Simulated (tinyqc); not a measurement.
Input admittance of a MOSFET at zero drain bias: distributed channel and distributed gate: one step of the calculation.

Source and drain grounded, strong inversion, w = 2 pi f, Cox = eps0 eox/tox. The channel is an RC line of resistance 1/(mu Cox Vo) per square fed from both ends, so one finger has the intrinsic admittance y = i w Cox L tanh(g)/g per width, g = (1/2) sqrt(i w tau), tau = L^2/(mu Vo). The vertical resistance rv/L is in series with y, the overlaps 2 i w Cov in parallel: y_t = 1/(1/y + rv/L) + 2 i w Cov. The gate strip is a line of Rsh/L per length loaded by y_t, so a finger has Y = y_t Wf tanh(k)/k, k = (Wf/sd) sqrt(y_t Rsh/L); the device has Nf Y.

Task. Low-frequency resistances and capacitance. Low-frequency limits, with c = Cox L and ct = c + 2 Cov: R_strip = Rsh Wf/(3 sd^2 L Nf), R_ch = (c/ct)^2 L/(12 mu Cox Vo Wf Nf), R_vert = (c/ct)^2 rv/(L Wf Nf), C = ct Wf Nf.

Inputs (values chosen for the exercise); values of the order met in silicon radio-frequency transistors: relative permittivity of the gate insulator (close to silicon dioxide) eox = 3.9; insulator thickness tox = 4.5 nm; channel length L = 0.14 um; finger width Wf = 0.61 um; number of fingers Nf = 4; channel mobility mu = 360 cm^2/(V s); gate overdrive Vo = 0.42 V; sheet resistance of the gate Rsh = 9.6 ohm/square; vertical resistivity of the gate stack rv = 0 ohm um^2; number of ends at which a finger is contacted sd = 2; overlap and fringe capacitance on each side Cov = 0.15 fF/um.

Constants: eps0 = 8.8541878128e-14 F/cm where lengths are in cm. Results are converted to the units shown.

Wanted: parts; sum; C; 1/(2 pi R C).

Result.

parts (ohm): strip 0.87143, channel 25.182, vertical 0
sum = 26.054 ohm
C = 3.3533 fF
1/(2 pi R C) = 1821.7 GHz

The channel term is the largest, 96.7 % of the sum.

Computed by the program tinyqc: `OMP_NUM_THREADS=1 python tinyqc.py 2262037 2262038 out.jsonl`, one thread of a shared Intel Xeon 2.30GHz, about 0.01 s for the whole run.
